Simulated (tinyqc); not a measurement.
Transfer between valleys with doping: electrons shared among three sets of ellipsoidal valleys.

F_j(eta) = (1/Gamma(j + 1)) integral_0^infinity x^j dx/(1 + exp(x - eta)), which tends to exp(eta) for eta << 0.

Sets Gamma, L, X: N_i = M_i times N = 2 (m kB T/(4 pi c))^(3/2) with c = hbar^2/2m0, in 1/angstrom^3; times 1e24 for 1/cm^3, m = (ml mt^2)^(1/3); n = sum_i N_i F_1/2((EF - dE_i)/kT), energies from the edge of the first set; mu_drift = sum of share times mobility.

Constants: hbar^2/2m0 = 3.80998211 eV angstrom^2; kB = 8.617333262e-05 eV/K.

Parameters, chosen for this exercise (masses and offsets near those of GaSb; mobilities are free inputs, held fixed; the results hold for these values, not for the real material):
- dE = (0, 0.086, 0.276) eV (edges of Gamma, L, X above the first)
- M = (1, 4, 3) (valleys in each set)
- ml = (0.04, 1.301, 1.467) m0 (longitudinal masses of Gamma, L, X)
- mt = (0.04, 0.1044, 0.2147) m0 (transverse masses)
- mu = (6600, 680, 270) cm^2/(V s) (mobility of each set)
- T = 400 K

Parabolic valleys; band tails and gap narrowing are left out.

Populations:
```
n (1/cm^3)  EF (eV)  share Gamma  share L  share X  mu_drift
1.0e+16     -0.1797       0.1680   0.8266   0.0055      1672
1.0e+17     -0.1002       0.1658   0.8287   0.0055      1659
1.0e+18     -0.0196       0.1480   0.8463   0.0057      1554
3.0e+18      0.0204       0.1230   0.8709   0.0061      1406
1.0e+19      0.0676       0.0855   0.9074   0.0071      1183
3.0e+19      0.1187       0.0551   0.9345   0.0104      1002
1.0e+20      0.2000       0.0337   0.9342   0.0321       867
```

What does the comparison show?

The share of Gamma goes from 0.168 to 0.034 and the mean mobility from 1672 to 867 cm^2/(V s). L holds more than Gamma throughout. Where EF lies more than about 0.2 eV up a light valley, its parabolic form fails. The share of X is at most 0.032.

tinyqc: `OMP_NUM_THREADS=1 python tinyqc.py 1652485 1652486 out.jsonl`; about 0.01 s, one thread, shared Intel(R) Xeon(R) Processor @ 2.30GHz.
